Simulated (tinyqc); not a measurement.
Ferroelectric with a first-order transition, Landau-Devonshire energy: polarisation and permittivity against temperature.

One domain with free energy u = al P^2 + be P^4 + ga P^6 - E P, al = a0 (T - T0), be < 0 < ga (P in uC/cm^2, E in kV/cm, u in mJ/cm^3). Equilibrium: E = 2 al P + 4 be P^3 + 6 ga P^5; a state is stable against small changes where dE/dP > 0. The coercive field is that of uniform switching, which real films, switching by domains, do not reach.

Ps^2 = [-be + sqrt(be^2 - 3 al ga)]/(3 ga); Pc^2 = [-3 be + sqrt(9 be^2 - 15 al ga)]/(15 ga), Ec = -E(Pc); susceptibility chi = 1/(eps0 dE/dP). TC = T0 + be^2/(4 a0 ga), where u(Ps) = u(0); T1 = T0 + be^2/(3 a0 ga), where the polar minimum disappears. For the non-polar state chi0 = 1/(2 eps0 al).

Parameters, values chosen for the exercise:
```
symbol     value          unit                             meaning
a0         0.025  kV cm/(uC K)  slope of the quadratic coefficient
T0           600             K             Curie-Weiss temperature
be      -0.00013  kV cm^5/uC^3                 quartic coefficient
ga        3.3e-8  kV cm^9/uC^5             sixth-order coefficient
```

Constants: eps0 = 8.8541878128e-14 F/cm where lengths are in cm. Results are converted to the units shown.

Results:
```
T (K)  Ps (uC/cm^2)  u(Ps) (mJ/cm^3)  Ec (kV/cm)  chi at Ps      chi0
400           92.41         -3.163e4       563.7      231.0  unstable
480           83.50         -1.605e4       319.5      361.4  unstable
540           73.63            -6695       153.8      640.3  unstable
575           64.41            -2474       67.36       1213  unstable
592           56.99           -890.3       29.46       2269  unstable
603.4         47.37           -90.99       6.387       6831     66440
604.8         45.04           -16.06       3.739       9821     47060
606.1         41.74            45.61       1.328    1.909e4     37030
606.7         38.64            70.12      0.2327    5.306e4     33710
```

Estimate the missing row, T = 601.4 K.

Computed row:
```
T (K)  Ps (uC/cm^2)  u(Ps) (mJ/cm^3)  Ec (kV/cm)  chi at Ps     chi0
601.4         49.84           -209.4       10.25       4903  1.613e5
```

With this row back in the table: Ps falls from 92.4 to 38.6 uC/cm^2 without reaching zero, Ec falls from 564 to 0.233 kV/cm and chi rises from 231 to 53100. u(Ps) turns positive at TC = 605.1 K: the 2 row(s) above it are metastable, up to T1 = 606.8 K. Between T0 = 600 K and TC the non-polar state is the metastable one.

tinyqc, about 0.01 s, one thread, Intel Xeon 2.30GHz (shared host): `OMP_NUM_THREADS=1 python tinyqc.py 2860022 2860023 out.jsonl`
